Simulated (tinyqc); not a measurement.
Worked calculation: extended Hueckel theory, for H4. One step of it, computed by the program tinyqc.

Question. Wolfsberg-Helmholz matrix. H_ij = K' S_ij (H_ii + H_jj)/2 for i != j (the diagonal keeps H_ii), with K' = K + D^2 + D^4 (1 - K), D = (H_ii - H_jj)/(H_ii + H_jj), K = 1.75.

overlap S, order 1H 1s, 2H 1s, 3H 1s, 4H 1s:
```
[[1.000000, 0.662368, 0.137610, 0.040385],
 [0.662368, 1.000000, 0.398944, 0.137610],
 [0.137610, 0.398944, 1.000000, 0.662368],
 [0.040385, 0.137610, 0.662368, 1.000000]]
```

diagonal H_ii (eV): [-13.600000, -13.600000, -13.600000, -13.600000]

K = 1.750000

Give: H.

Answer.

H (eV), order 1H 1s, 2H 1s, 3H 1s, 4H 1s:
```
[[-13.6000, -15.7644, -3.2751, -0.9612],
 [-15.7644, -13.6000, -9.4949, -3.2751],
 [-3.2751, -9.4949, -13.6000, -15.7644],
 [-0.9612, -3.2751, -15.7644, -13.6000]]
```
